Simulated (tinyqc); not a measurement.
Off-state leakage of single and stacked transistors: leakage components against the supply voltage.

n-channel devices of unit width. Subthreshold current I(Vg, Vs, Vd) = I0 (T/300 K)^0.5 exp[(Vg - Vs - VT(T) - gb (Vs - Vb) + dd (Vd - Vs))/(nf Vt)] (1 - exp(-(Vd - Vs)/Vt)), VT(T) = VT - cT (T - 300 K). Gate-edge tunnelling Ig (Vd/1 V) exp(ag (Vd - 1 V)), for a gate at 0 V, and band-to-band leakage Ab u exp(-Bb/u), u = Vd - Vb + 1 V, flow at a drain held at V; both are taken as independent of T. In a stack of off transistors (all gates at 0 V) the same subthreshold current passes through each.

One transistor with Vg = Vs = 0, Vd = V; stack factor I(one)/I(two in series).

Values chosen for this exercise; values of the order met in bulk silicon logic transistors:
- T = 398 K (temperature)
- VT = 0.41 V (threshold at 300 K, zero drain and body bias)
- cT = 0.6 mV/K (fall of the threshold with temperature)
- I0 = 0.11 uA/um (current at threshold at 300 K)
- nf = 1.34 (slope factor)
- dd = 0.13 (drain-induced lowering per volt)
- gb = 0.09 (rise of the threshold per volt of source-body bias)
- Ig = 4e-5 uA/um (gate-edge tunnelling current at 1 V)
- ag = 4 1/V (exponential slope of the gate current)
- Ab = 1 uA/(um V) (prefactor of band-to-band leakage at the drain)
- Bb = 27 V (its exponential voltage)
- Vb = 0 V (body voltage)

Constants: q = 1.602176634e-19 C, kB = 1.380649e-23 J/K, Vt = kB T/q. Results are converted to the units shown.

Results:
```
V (V)	subthreshold (nA/um)	gate edge (nA/um)	band-to-band (nA/um)	total (nA/um)	stack factor	largest part
0.5	0.2502	0.002707	2.284e-5	0.2529	4.380	subthreshold
0.6	0.3320	0.004846	7.506e-5	0.3369	5.407	subthreshold
0.8	0.5845	0.01438	5.506e-4	0.5994	8.465	subthreshold
0.9	0.7756	0.02413	0.001280	0.8010	10.70	subthreshold
1	1.029	0.04000	0.002742	1.072	13.59	subthreshold
1.1	1.366	0.06564	0.005476	1.437	17.33	subthreshold
1.2	1.812	0.1068	0.01029	1.929	22.16	subthreshold
1.3	2.404	0.1726	0.01834	2.595	28.40	subthreshold
1.4	3.191	0.2774	0.03122	3.499	36.47	subthreshold
```

Estimate the missing row, V = 0.7 V.

Computed row:
```
V (V)	subthreshold (nA/um)	gate edge (nA/um)	band-to-band (nA/um)	total (nA/um)	stack factor	largest part
0.7	0.4405	0.008433	2.152e-4	0.4491	6.740	subthreshold
```

With this row back in the table: As V goes from 0.5 to 1.4, the total leakage rises from 0.253 to 3.50 nA/um. The subthreshold part leads at V = 0.5 and in all other rows. The reduction by a stack of two rises from 4.38 to 36.5, for the subthreshold part alone.

Program tinyqc, `OMP_NUM_THREADS=1 python tinyqc.py 2242198 2242199 out.jsonl`; Intel Xeon 2.30GHz, shared host, one thread, about 0.04 s.
